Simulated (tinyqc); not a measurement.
Thickness series: Landau-Devonshire theory of a uniaxial ferroelectric. Computed by tinyqc, a small Python program. Command: `OMP_NUM_THREADS=1 python tinyqc.py 3024759 3024760 out.jsonl ferro walk`. One thread of a shared host (Intel(R) Xeon(R) Processor @ 2.30GHz), about 0.01 s of CPU time with the checks.

G(P) = (alpha/2) P^2 + (beta*/4) P^4 + (gamma/6) P^6 - E P per volume, SI units, one domain, P along the polar axis, which is normal to the film.

Inputs (values chosen for the exercise, for a model ferroelectric): alpha_0 = 1.06e+06 J m/(C^2 K); Curie-Weiss temperature T0 = 320 K; beta = -3.98e+08 J m^5/C^4; gamma = 2.68e+09 J m^9/C^6; temperature T = 185 K; misfit strain u_m = -0.0052; electrostriction Q12 = -0.017 m^4/C^2; compliance s11 + s12 = 4.2e-12 m^2/N; film thickness d = 3.4 nm; screening length lambda = 0.045 nm; background permittivity eps_b = 5; series capacitance C_d = 3.8 microfarad/cm^2.

Sample: epitaxial film.

Constants: eps_0 = 8.8541878128e-12 F/m.

Method:
- alpha = alpha_0 (T - T0*), with clamping: T0* = T0 + 4 Q12 u_m/(alpha_0 (s11 + s12)), beta* = beta + 4 Q12^2/(s11 + s12).
- Ps^2 = [-beta* + sqrt(beta*^2 - 4 alpha gamma)]/(2 gamma).
- chi = 1/(eps_0 G''), G'' = alpha + 3 beta* P^2 + 5 gamma P^4 at Ps. Ps, chi and the coercive field are for perfect screening, without a depolarising field. The intrinsic coercive field is |alpha P + beta* P^3 + gamma P^5| at the P_c where G'' = 0. 1 C/m^2 = 100 microcoulomb/cm^2.
- Between shorted electrodes with screening length lambda each, the depolarising field is -k P, k = 2 lambda/(eps_0 (d + 2 lambda eps_b)), so alpha turns into alpha + k.
- The polar state is the lowest uniform state while alpha + k < 0 (beta* > 0) or < 3 beta*^2/(16 gamma) (beta* < 0); setting the equality gives the critical thickness d_c.
- Domains are left out, though they can pre-empt both the loss of P and the state at P = 0. The second and third columns are for the shorted capacitor, polar only where it is the lowest uniform state: alpha + k < 0 (beta* > 0) or < 3 beta*^2/(16 gamma) (beta* < 0). The last column is another circuit, the film in series with C_d at P = 0: 1/C = (alpha d)/(1 + alpha eps_0 eps_b) + 1/C_d, and P = 0 is locally stable while 1/C > 0; a dash marks the rest.

alpha = -2.27290e+08 J m/C^2

beta* = -1.22762e+08 J m^5/C^4

critical thickness d_c = 44.0646 nm

spontaneous polarisation Ps = 56.1270 microcoulomb/cm^2

Against thickness:
```
d (nm)  P (microcoulomb/cm^2)  depolarising field (MV/m)  C of the stack / C_d
1                       0.000                      0.000                1.0088
2                       0.000                      0.000                1.0178
3                       0.000                      0.000                1.0269
5                       0.000                      0.000                1.0456
8                       0.000                      0.000                1.0750
15                      0.000                      0.000                1.1506
30                      0.000                      0.000                1.3545
60                     41.618                     69.981                2.0986
150                    51.779                     34.983                     -
```

What follows from these numbers?

The polar state appears between 30 and 60 nm (d_c = 44.1 nm), and at 150 nm P is 92.3 % of Ps. The stack exceeds C_d wherever it is stable, up to 2.10 times: the ferroelectric held at P = 0 acts as a negative capacitance. Caution: far below T0* the expansion with linear alpha(T) is only a fit.

Extremes, crossings and ranges named in words are read from the listed rows.
